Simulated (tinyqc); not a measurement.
# Conduction-band offset of an n-N heterojunction from carrier-profile moments: effects of single changes

Layer 1 (x < 0) accumulates electrons and layer 2 (x > 0) is depleted. Boltzmann statistics. The bands bend down by V1 in layer 1 and up by V2 in layer 2, with V1 + V2 = VD = dE + Vt ln[(N2/Nc2)/(N1/Nc1)].

Inputs (values chosen for the exercise); values of the order of III-V alloys: temperature T = 300 K; relative permittivity of both layers eps_r = 11.7; density of states of the narrow-gap layer 1 Nc1 = 6.2e17 cm^-3; density of states of the wide-gap layer 2 Nc2 = 6.7e17 cm^-3; conduction-band offset dE = 0.11 eV; donor density in layer 1 N1 = 4.2e15 cm^-3; donor density in layer 2 N2 = 2.3e16 cm^-3; fixed charge at the interface si = -6.3e10 cm^-2.

Constants: q = 1.602176634e-19 C, kB = 1.380649e-23 J/K, Vt = kB T/q, eps0 = 8.8541878128e-14 F/cm where lengths are in cm. Results are converted to the units shown.

Each table varies one quantity; the others keep the values above.

## Effect of the offset

Sheet densities from the first integral: Q1 = sqrt((2 eps0 eps_r Vt N1/q)(exp(u1) - u1 - 1)) extra electrons, Q2 = sqrt((2 eps0 eps_r Vt N2/q)(exp(-u2) + u2 - 1)) missing ones, u = V/Vt; neutrality Q1 = Q2 + si.

Effect of the offset:

| dE (eV) | VD (V) | V1 (V) | Q1 (cm^-2) | n(0-)/Nc1 |
|---|---|---|---|---|
| 0.06 | 0.1020 | 0.03636 | 4.849e10 | 0.02764 |
| 0.12 | 0.1620 | 0.05702 | 9.080e10 | 0.06149 |
| 0.19 | 0.2320 | 0.07321 | 1.359e11 | 0.1150 |
| 0.25 | 0.2920 | 0.08308 | 1.703e11 | 0.1685 |
| 0.31 | 0.3520 | 0.09074 | 2.016e11 | 0.2266 |
| 0.37 | 0.4120 | 0.09694 | 2.303e11 | 0.2880 |
| 0.44 | 0.4820 | 0.1029 | 2.611e11 | 0.3627 |
| 0.5 | 0.5420 | 0.1072 | 2.857e11 | 0.4288 |

What does the table show?

Q1 rises from 4.85e10 to 2.86e11 cm^-2, as VD^(0.77) between the last two rows. Layer 1 takes 35.7 % of VD in the first row and 19.8 % in the last: accumulation charge grows exponentially with V1, so most of a large offset falls across the depleted side.

## Effect of the doping of the wide-gap layer

Same model as above.

Effect of the doping of the wide-gap layer:

| N2 (cm^-3) | VD (V) | V1 (V) | Q1 (cm^-2) | n(0-)/Nc1 |
|---|---|---|---|---|
| 5.6e15 | 0.11543 | 0.011313 | 1.2506e10 | 0.010493 |
| 9.7e15 | 0.12963 | 0.027934 | 3.4865e10 | 0.019959 |
| 1.7e16 | 0.14414 | 0.044979 | 6.4431e10 | 0.038589 |
| 2.9e16 | 0.15795 | 0.061067 | 1.0091e11 | 0.071900 |
| 5.1e16 | 0.17254 | 0.077809 | 1.5116e11 | 0.13740 |
| 8.8e16 | 0.18664 | 0.093685 | 2.1480e11 | 0.25392 |

What does the table show?

Q1 rises from 1.25e10 to 2.15e11 cm^-2, as N2^(1.03) over the table, while VD grows by Vt ln 10 a decade and the share V1/VD rises from 0.0980 to 0.502.

tinyqc, about 0.07 s, one thread, Intel Xeon 2.30GHz (shared host): `OMP_NUM_THREADS=1 python tinyqc.py 2410089 2410090 out.jsonl`
